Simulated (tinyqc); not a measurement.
# From current gain beta back to base width W

Model: minority-electron transport through the base of a bipolar transistor (Moll-Ross and Kroemer integrals). Computed by tinyqc, a small Python program. Command: `OMP_NUM_THREADS=1 python tinyqc.py 3002564 3002565 out.jsonl base inv`. One thread of a shared host (Intel(R) Xeon(R) Processor @ 2.30GHz), about 0.01 s of CPU time with the checks.

Low injection, one dimension, x from the emitter edge (0) to the collector edge (W), s = x/W. Recombination is treated as a small correction (valid for tau_B well below tau_n), computed from the stored charge.

Inputs (values chosen for the exercise, modelled on silicon): intrinsic density n_i at the emitter edge = 1e+10 1/cm^3; base doping at the emitter edge N_0 = 3.5e+19 1/cm^3; mu_min = 180 cm^2/(V s); mu_max = 1400 cm^2/(V s); N_ref = 1.4e+17 1/cm^3; electron lifetime tau_n = 1.4 ns; emitter Gummel number G_E = 1.1e+13 s/cm^4; base-emitter voltage V_BE = 0.77 V; temperature T = 300 K.

Base doping profile: uniform. Gap grading: none. Exit of the base: infinite sink.

Constants: k_B = 8.617333262e-05 eV/K; e = 1.602176634e-19 C.

Method:
- N(x) = N_0; n_i(x) = n_i; D(x) = (k_B T/e) mu, mu = mu_min + (mu_max - mu_min)/(1 + (N/N_ref)^0.7).
- With y(x) = N n_i^2/(D n_i(x)^2): base Gummel number G_B = int_0^W y dx; J_C = e n_i^2 exp(e V_BE/k_B T)/G_B; n(x) = (J_C/e)(n_i(x)^2/(N n_i^2)) [int_x^W y dx]; transit time tau_B = (e/J_C) int n dx; trapezoid rule on 401 even points.
- Emitter-limited gain beta_E = G_E/G_B; recombination-limited gain beta_R = tau_n/tau_B; 1/beta = 1/beta_E + 1/beta_R; f_T from the base alone = 1/(2 pi tau_B).

Task: A run gave the result below. Find the base width W, known to lie between 150 and 360 nm.

current gain beta = 0.0818827

Result:

Each step takes the trial c = (a f_b - b f_a)/(f_b - f_a), f being the result less the target and a, b, c the logarithms of the listed values; c replaces end b, the old b replaces a if the sign of f changed, and otherwise f_a is halved.

Scan of the range:
```
base width W (nm)  current gain beta
150                         0.110880
174                         0.095561
201                         0.082699
232                         0.071624
269                         0.061747
311                         0.053383
360                         0.046092
```

False position (Illinois rule, in the logarithm of the input) inside the bracket:
```
step    end a    end b    trial  current gain beta
1     201.000  232.000  203.137          0.0818274
2     201.000  203.137  202.881          0.0819310
3     203.137  202.881  203.000          0.0818827
4     202.881  203.000  203.000          0.0818827
```

Current gain beta falls at every point of a 13-point scan of the range (every second point is shown), so one value fits; it is bracketed by 201 and 232. Answer: base width W = 203.0 nm.

Caution: a current gain below 1 is far from a working transistor: the base is too heavily doped or too wide for this emitter and lifetime.
